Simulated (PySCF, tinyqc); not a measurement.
Inside a calculation. Method: CIS on RHF in the sto-3g basis, frozen core, for BeH+, spin multiplicity 1. The lowest restricted solution is unstable here: a spin-polarised one lies 0.0167 hartree lower (PySCF). One step of it, computed by the program tinyqc.

Task: CIS matrix, triplets. A(ia,jb) = (e_a - e_i) d_ij d_ab - (ij|ab).

orbital energies (hartree): MO1 -4.980905, MO2 -0.627944, MO3 -0.249926, MO4 -0.117930, MO5 -0.117930, MO6 0.060035

Two-electron integrals over orbitals (pq|rs), unique and non-zero (hartree); the lowest 1 orbital is frozen and left out:
```
p,q,r,s,(pq|rs)
2,2,2,2,0.437038
3,2,2,2,-0.062457
3,2,3,2,0.074677
3,3,2,2,0.331863
3,3,3,2,0.027122
3,3,3,3,0.410711
4,2,4,2,0.047159
4,3,4,2,0.035950
4,3,4,3,0.046732
4,4,2,2,0.344817
4,4,3,2,0.048647
4,4,3,3,0.373052
4,4,4,4,0.449859
5,2,5,2,0.047159
5,3,5,2,0.035950
5,3,5,3,0.046732
5,4,5,4,0.024249
5,5,2,2,0.344817
5,5,3,2,0.048647
5,5,3,3,0.373052
5,5,4,4,0.401360
5,5,5,5,0.449859
6,2,2,2,0.010504
6,2,3,2,-0.058371
6,2,3,3,0.002086
6,2,4,4,-0.069849
6,2,5,5,-0.069849
6,2,6,2,0.113230
6,3,2,2,-0.056600
6,3,3,2,0.072103
6,3,3,3,0.043174
6,3,4,4,0.043515
6,3,5,5,0.043515
6,3,6,2,-0.062688
6,3,6,3,0.089288
6,4,4,2,-0.023441
6,4,4,3,-0.005472
6,4,6,4,0.021314
6,5,5,2,-0.023441
6,5,5,3,-0.005472
6,5,6,5,0.021314
6,6,2,2,0.443442
6,6,3,2,-0.065723
6,6,3,3,0.361269
6,6,4,4,0.348996
6,6,5,5,0.348996
6,6,6,2,0.032059
6,6,6,3,-0.057072
6,6,6,6,0.476789
```

Give: CIS matrix A, triplet.

Result:

CIS matrix A, triplet (hartree), lower triangle:
```
,2>3,2>4,2>5,2>6
2>3,0.0462
2>4,0.0000,0.1652
2>5,0.0000,0.0000,0.1652
2>6,0.0566,0.0000,0.0000,0.2445
```
